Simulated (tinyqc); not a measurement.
Worked calculation: band offset of a heterojunction with an interface dipole (two-band chains, self-consistent charge). Values are carried at full precision from step to step, so a last printed digit may differ when a step is redone from the rounded ones.

Sites alternate A, C. Left: A at -G1/2, C at +G1/2, hopping -t1; right: A at D - G2/2, C at D + G2/2, hopping -t2; the bonds across the two interfaces of a ring (C left to A right, C right to A left) have -sqrt(t1 t2). D is the offset of the mid-gaps, so Ev(right) - Ev(left) = D - (G2 - G1)/2 and Ec(right) - Ec(left) = D + (G2 - G1)/2. The closing bond has its sign reversed (antiperiodic ring). Half the levels are filled with two electrons each. The charge moved is q = (electrons on the left) less one a site; the mean over the two interfaces, q/2, is taken as the charge that crosses each, and its dipole opposes the offset: D = D0 - u q/2.

Parameters, chosen for this exercise (gaps near those of GaAs and AlAs; the chains and D0 are free models, so the offsets are not those of the real pair; not measured data): G1 = 1.38 eV (gap on the left); G2 = 2.16 eV (gap on the right); t1 = 1.9 eV (hopping on the left); t2 = 2.75 eV (hopping on the right); D0 = 0.85 eV (mid-gap of the right side above that of the left, without dipole); n = 3 (cells a side in the small ring); u = 4.6 eV (potential step per electron moved across); mx = 0.2 (mixing).

## The small ring at D = D0

Fill in H.

H (eV), lower triangle:
```
,AL1,CL1,AL2,CL2,AL3,CL3,AR1,CR1,AR2,CR2,AR3,CR3
AL1,-0.6900
CL1,-1.9000,0.6900
AL2,0,-1.9000,-0.6900
CL2,0,0,-1.9000,0.6900
AL3,0,0,0,-1.9000,-0.6900
CL3,0,0,0,0,-1.9000,0.6900
AR1,0,0,0,0,0,-2.2858,-0.2300
CR1,0,0,0,0,0,0,-2.7500,1.9300
AR2,0,0,0,0,0,0,0,-2.7500,-0.2300
CR2,0,0,0,0,0,0,0,0,-2.7500,1.9300
AR3,0,0,0,0,0,0,0,0,0,-2.7500,-0.2300
CR3,2.2858,0,0,0,0,0,0,0,0,0,-2.7500,1.9300
```

## Levels and site charges

Diagonalise, fill the lower half with two electrons each, and sum the electrons on the left (L) less one a site.

levels (eV): -4.4416  -3.9140  -2.9855  -2.8930  -1.1294  -1.0467  1.4852  1.9833  3.4209  3.5983  4.9750  6.0476

electrons on the sites: AL1 1.4022, CL1 0.6859, AL2 1.3661, CL2 0.6935, AL3 1.3717, CL3 0.7244, AR1 1.2704, CR1 0.6292, AR2 1.3187, CR2 0.6201, AR3 1.3198, CR3 0.5979

q = 0.2439 electrons

Electrons move to the left, the side whose mid-gap lies lower.

## Self-consistent offset

From here on the ring has 24 cells a side.

Start at D = D0; D(out) = D0 - u q(D)/2; D(new) = D + mx (D(out) - D); stop when |D(out) - D| < 1e-7 eV.

Iterations:
```
i,D (eV),q,D(out) (eV),D(out) - D
0,0.85000,0.26947,0.23021,-0.620
1,0.72604,0.22704,0.32781,-0.398
2,0.64639,0.20060,0.38861,-0.258
3,0.59484,0.18379,0.42729,-0.168
4,0.56133,0.17297,0.45217,-0.109
5,0.53950,0.16597,0.46828,-0.0712
6,0.52525,0.16142,0.47874,-0.0465
7,0.51595,0.15845,0.48556,-0.0304
8,0.50987,0.15652,0.49001,-0.0199
...,...,...,...,...
33,0.49839,0.15287,0.49839,-4.88e-07
34,0.49839,0.15287,0.49839,-3.19e-07
35,0.49839,0.15287,0.49839,-2.09e-07
36,0.49839,0.15287,0.49839,-1.37e-07
37,0.49839,0.15287,0.49839,-8.93e-08
```

D = 0.4984 eV

Converged at i = 37: the dipole removes 41 % of the starting offset.

## Linear response

chi = (q(+h) - q(-h))/(2h) at D = 0 with h = 0.01 eV; S = 1/(1 + u chi/2); linear estimate D = S D0.

chi = 0.30156 1/eV
S = 0.5905
linear estimate of D = 0.5019 eV

The self-consistent value is 0.4984 eV, -3.5 meV from the estimate. At D = 0 no net charge crosses: the mid-gaps are the neutrality levels of these symmetric chains.

## The line-up

Ev(right) - Ev(left) = D - (G2 - G1)/2 and Ec(right) - Ec(left) = D + (G2 - G1)/2, for D0, for the self-consistent D and for D = 0. Type I: the offsets have opposite signs; type III: one valence edge lies above the other conduction edge; else type II.

Offsets (eV):
```
case,D,valence,conduction,type
no dipole,0.850,0.460,1.240,type II (staggered)
self-consistent,0.498,0.108,0.888,type II (staggered)
neutrality levels aligned,0.000,-0.390,0.390,type I (straddling)
```

The dipole shifts both offsets alike and leaves the type.

## Checks

- q at D = 0 against zero, as particle-hole symmetry demands: both 0.000000.
- q at the self-consistent D on 24 against 48 cells a side: both 0.1529.

Computed by tinyqc, a small Python program: `OMP_NUM_THREADS=1 python tinyqc.py 1481704 1481705 out.jsonl` (the numbers bound the seed that draws the inputs); one thread of a shared host (Intel(R) Xeon(R) Processor @ 2.30GHz), about 0.4 s for the whole set of steps.
